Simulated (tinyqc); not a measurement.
Worked calculation: plane-wave Kohn-Sham cycle with exchange-only LDA in a layered model solid. Computed by tinyqc, a small Python program that keeps every step. Settings: points = 16, plane-wave index or count = 2, electrons = 4, k points = 3, area = 38.0, mixing = 0.5, iteration cap = 53. Command: `OMP_NUM_THREADS=1 python tinyqc.py 23176 23177 out.jsonl` (the two numbers bound the seeds that draw the settings). One thread of a shared host (Intel(R) Xeon(R) Processor @ 2.60GHz), about 0.01 s of CPU time with the checks. Later iterations appear only in the table of the cycle.

## Iteration 1: potential

A solid whose potential varies along x alone (atomic units):
```
parameter                      value
period a                    8.100000
cross-section of the cell  38.000000
electrons per cell                 4
grid points                       16
plane waves -n..n, n               2
k points                           3
V1 in V1 cos(2 pi x/a)     -0.780000
```

density at the start, on the grid x_j = j a/N (e/bohr^3): 0.0129955  0.0129955  0.0129955  0.0129955  0.0129955  0.0129955  0.0129955  0.0129955  0.0129955  0.0129955  0.0129955  0.0129955  0.0129955  0.0129955  0.0129955  0.0129955

V_H(G) = 4 pi rho(G)/G^2 for G != 0 (uniform background); v_x = -(3 rho/pi)^(1/3); V = V_ext + V_H + v_x; Fourier components f(G_m) = (1/N) sum_j f(x_j) exp(-i G_m x_j).

Potentials on the grid (hartree):
```
x           V_ext      V_H       v_x         V
0.00000  -0.78000  0.00000  -0.23152  -1.01152
0.50625  -0.72063  0.00000  -0.23152  -0.95215
1.01250  -0.55154  0.00000  -0.23152  -0.78306
1.51875  -0.29849  0.00000  -0.23152  -0.53001
2.02500         0  0.00000  -0.23152  -0.23152
2.53125   0.29849  0.00000  -0.23152   0.06697
3.03750   0.55154  0.00000  -0.23152   0.32002
3.54375   0.72063  0.00000  -0.23152   0.48911
4.05000   0.78000  0.00000  -0.23152   0.54848
4.55625   0.72063  0.00000  -0.23152   0.48911
5.06250   0.55154  0.00000  -0.23152   0.32002
5.56875   0.29849  0.00000  -0.23152   0.06697
6.07500         0  0.00000  -0.23152  -0.23152
6.58125  -0.29849  0.00000  -0.23152  -0.53001
7.08750  -0.55154  0.00000  -0.23152  -0.78306
7.59375  -0.72063  0.00000  -0.23152  -0.95215
```

V(G_m), m = 0, 1, 2, ... (hartree): -0.23152  -0.39000  0.00000  0.00000  0.00000

## Iteration 1: Hamiltonian at one k

k = 0.00000 2 pi / a

H(m,m') = (k + G_m)^2/2 delta + V(G_m - G_m'), with V(-G) = V(G).

H (hartree), lower triangle:
```
          -2        -1        +0        +1       +2
-2   0.97191
-1  -0.39000   0.06934
+0   0.00000  -0.39000  -0.23152
+1   0.00000   0.00000  -0.39000   0.06934
+2   0.00000   0.00000   0.00000  -0.39000  0.97191
```

## Iteration 1: levels at that k

Diagonalise the Hermitian matrix.

eigenvalues (hartree): -0.68828  -0.07583  0.34908  1.11708  1.14893

## Iteration 1: new density

Motion across x is left out: the lowest 2 band(s) hold two electrons at each of the k points (j + 1/2)/nk - 1/2. Residual R = rho(out) - rho(in); rho(new) = rho(in) + 0.5 R. rho(out) = 2/(a A nk) sum |psi|^2 with psi = sum c exp(i G x). Harris energy E = band energy - dV sum rho (V_H/2 + v_x) + (3/4) dV sum rho v_x with rho(in), dV = a A/N, band energy = (2/nk) sum of the filled levels.

rho(out) (e/bohr^3): 0.0224584  0.0239420  0.0251891  0.0214695  0.0134508  0.0059667  0.0019351  0.0006035  0.0003552  0.0006035  0.0019351  0.0059667  0.0134508  0.0214695  0.0251891  0.0239420

density after iteration 1 (e/bohr^3): 0.0177269  0.0184687  0.0190923  0.0172325  0.0132231  0.0094811  0.0074653  0.0067995  0.0066753  0.0067995  0.0074653  0.0094811  0.0132231  0.0172325  0.0190923  0.0184687

energy per cell = -1.3054372 hartree

## Iteration 2: potential

As before.

Potentials on the grid (hartree):
```
x           V_ext       V_H       v_x         V
0.00000  -0.78000   0.13739  -0.25676  -0.89938
0.50625  -0.72063   0.12954  -0.26030  -0.85138
1.01250  -0.55154   0.10409  -0.26319  -0.71065
1.51875  -0.29849   0.05971  -0.25435  -0.49314
2.02500         0   0.00230  -0.23286  -0.23057
2.53125   0.29849  -0.05594  -0.20842   0.03413
3.03750   0.55154  -0.10335  -0.19246   0.25574
3.54375   0.72063  -0.13331  -0.18656   0.40075
4.05000   0.78000  -0.14346  -0.18542   0.45112
4.55625   0.72063  -0.13331  -0.18656   0.40075
5.06250   0.55154  -0.10335  -0.19246   0.25574
5.56875   0.29849  -0.05594  -0.20842   0.03413
6.07500         0   0.00230  -0.23286  -0.23057
6.58125  -0.29849   0.05971  -0.25435  -0.49314
7.08750  -0.55154   0.10409  -0.26319  -0.71065
7.59375  -0.72063   0.12954  -0.26030  -0.85138
```

V(G_m), m = 0, 1, 2, ... (hartree): -0.22741  -0.33965  0.00154  0.00201  0.00003

## Iteration 2: Hamiltonian at one k

k = 0.00000 2 pi / a

As before.

H (hartree), lower triangle:
```
          -2        -1        +0        +1       +2
-2   0.97602
-1  -0.33965   0.07345
+0   0.00154  -0.33965  -0.22741
+1   0.00201   0.00154  -0.33965   0.07345
+2   0.00003   0.00201   0.00154  -0.33965  0.97602
```

## Iteration 2: levels at that k

As before.

eigenvalues (hartree): -0.60574  -0.04268  0.32036  1.09058  1.10902

## Iteration 2: new density

As before.

rho(out) (e/bohr^3): 0.0217080  0.0231009  0.0243996  0.0212311  0.0139241  0.0067227  0.0025100  0.0009270  0.0005882  0.0009270  0.0025100  0.0067227  0.0139241  0.0212311  0.0243996  0.0231009

density after iteration 2 (e/bohr^3): 0.0197175  0.0207848  0.0217459  0.0192318  0.0135736  0.0081019  0.0049876  0.0038633  0.0036318  0.0038633  0.0049876  0.0081019  0.0135736  0.0192318  0.0217459  0.0207848

energy per cell = -1.1521664 hartree

## Convergence

Stop when sqrt(dV sum R^2) is below 1e-8, dV = a A/N.

Course of the cycle:
```
iteration  E (hartree)  norm of the residual
1           -1.3054372              1.74e-01
2           -1.1521664              7.83e-02
3           -1.1248079              3.49e-02
4           -1.1205206              1.57e-02
5           -1.1199453              7.28e-03
6           -1.1198917              3.46e-03
7           -1.1198942              1.68e-03
8           -1.1198976              8.29e-04
9           -1.1198990              4.15e-04
10          -1.1198994              2.10e-04
11          -1.1198995              1.07e-04
...                ...                   ...
16          -1.1198996              3.90e-06
17          -1.1198996              2.02e-06
18          -1.1198996              1.04e-06
19          -1.1198996              5.41e-07
20          -1.1198996              2.80e-07
21          -1.1198996              1.45e-07
22          -1.1198996              7.50e-08
23          -1.1198996              3.88e-08
24          -1.1198996              2.01e-08
25          -1.1198996              1.04e-08
26          -1.1198996              5.37e-09
```

Converged in 26 iterations. Before convergence this energy mixes input and output and is not variational, so it may rise towards its limit.
